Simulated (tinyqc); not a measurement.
One-electron ion in a basis of Gaussians, step by step. Computed by tinyqc, a small Python program that keeps every step. Settings: Z = 3, l = 1. Command: `OMP_NUM_THREADS=1 python tinyqc.py 30719 30720 out.jsonl` (the two numbers bound the seeds that draw the settings). One thread of a shared host (Intel(R) Xeon(R) Processor @ 2.60GHz), about 0.01 s of CPU time with the checks.

## Matrices over normalised Gaussians

exponents of r^l exp(-a r^2) (1/bohr^2): 0.162000  0.260300  0.418300  0.672200  1.080000  1.736000

Z = 3

l = 1

With p = a_i + a_j and I(k) = Gamma((k+1)/2) / (2 p^((k+1)/2)): S = I(2l+2), T = (2l+3) a_i a_j S / p, V = -Z I(2l+1), each divided by sqrt(S_ii S_jj).

S:
```
          1         2         3         4         5         6
1  1.000000  0.932736  0.762425  0.556758  0.372344  0.233435
2  0.932736  1.000000  0.932702  0.762375  0.556791  0.372212
3  0.762425  0.932702  1.000000  0.932704  0.762461  0.556681
4  0.556758  0.762375  0.932704  1.000000  0.932757  0.762349
5  0.372344  0.556791  0.762461  0.932757  1.000000  0.932632
6  0.233435  0.372212  0.556681  0.762349  0.932632  1.000000
```

T (hartree):
```
          1         2         3         4         5         6
1  0.405000  0.465690  0.445161  0.363396  0.262260  0.172943
2  0.465690  0.650750  0.748275  0.715258  0.583927  0.421268
3  0.445161  0.748275  1.045750  1.202471  1.149477  0.938227
4  0.363396  0.715258  1.202471  1.680500  1.932312  1.847054
5  0.262260  0.583927  1.149477  1.932312  2.700000  3.104710
6  0.172943  0.421268  0.938227  1.847054  3.104710  4.340000
```

V (hartree):
```
           1          2          3          4          5          6
1  -1.284569  -1.367900  -1.310716  -1.147590  -0.936462  -0.725769
2  -1.367900  -1.628310  -1.733943  -1.661415  -1.454717  -1.186829
3  -1.310716  -1.733943  -2.064163  -2.198071  -2.106212  -1.843931
4  -1.147590  -1.661415  -2.198071  -2.616672  -2.786413  -2.669840
5  -0.936462  -1.454717  -2.106212  -2.786413  -3.316744  -3.531926
6  -0.725769  -1.186829  -1.843931  -2.669840  -3.531926  -4.205086
```

## Generalised eigenproblem

H = T + V (hartree):
```
           1          2          3          4          5          6
1  -0.879569  -0.902210  -0.865554  -0.784194  -0.674203  -0.552826
2  -0.902210  -0.977560  -0.985669  -0.946158  -0.870790  -0.765561
3  -0.865554  -0.985669  -1.018413  -0.995600  -0.956734  -0.905704
4  -0.784194  -0.946158  -0.995600  -0.936172  -0.854101  -0.822786
5  -0.674203  -0.870790  -0.956734  -0.854101  -0.616744  -0.427216
6  -0.552826  -0.765561  -0.905704  -0.822786  -0.427216   0.134914
```

Solve H C = S C e through S^(-1/2); each column has its largest component positive (the first on a tie).

eigenvalues of S: 0.000169  0.002785  0.028505  0.218414  1.248396  4.501731

eigenvalues (hartree): -1.120805  -0.450776  0.239215  1.477496  3.922365  7.989705

coefficients:
```
           1          2           3           4           5           6
1   0.216528  -3.563841   -5.529847    5.218850    3.812084   -2.787887
2   0.388743   5.242969   13.271580  -17.656745  -15.129133   11.999585
3  -0.115247  -4.109453  -11.946314   24.687516   27.405351  -25.524366
4   0.711599   2.917133    5.827893  -17.127392  -26.844136   33.397409
5  -0.335357  -1.166025   -2.219923    6.426501   12.613200  -26.104456
6   0.279330   0.406352    0.195108   -1.742574   -1.521132    9.329295
```

For Z = 3 and l = 1 the exact lowest level is -Z^2/(2 n^2) with n = l + 1: -1.125000 hartree. The basis is nearly linearly dependent, so rounded matrices do not reproduce these digits.
